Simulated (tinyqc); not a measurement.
Hydrogenic impurity: series, fields, screening, photoionisation and donor-acceptor pairs: one step, computed by the program tinyqc.

One isotropic, parabolic band. Effective units: Ry* and a*, in which H = -nabla^2 - 2/r.

Problem. Effective units and the series. Ry* = Ry m/eps^2, a* = a_0 eps/m; level n is bound by Ry*/n^2; <r> = (3/2) a* in 1s; lines 1s -> np at Ry* (1 - 1/n^2); 1 THz = 4.135667696 meV.

Inputs (values chosen for the exercise, for a model semiconductor): electron mass m = 0.343 m_0; dielectric constant eps = 10.2.

Parts treated: electric field and pairs.

Constants: Ry = 13.605693123 eV; a_0 = 0.529177210903 angstrom; h x 1 THz = 4.135667696 meV.

Give: Ry*; a*; <r> of 1s; Series.

Solution.

Ry* = 44.86 meV

a* = 15.74 angstrom

<r> of 1s = 23.60 angstrom

Series:
```
n  binding (meV)  line from 1s (meV)  line (THz)
2          11.21               33.64        8.13
3           4.98               39.87        9.64
4           2.80               42.05       10.17
5           1.79               43.06       10.41
```
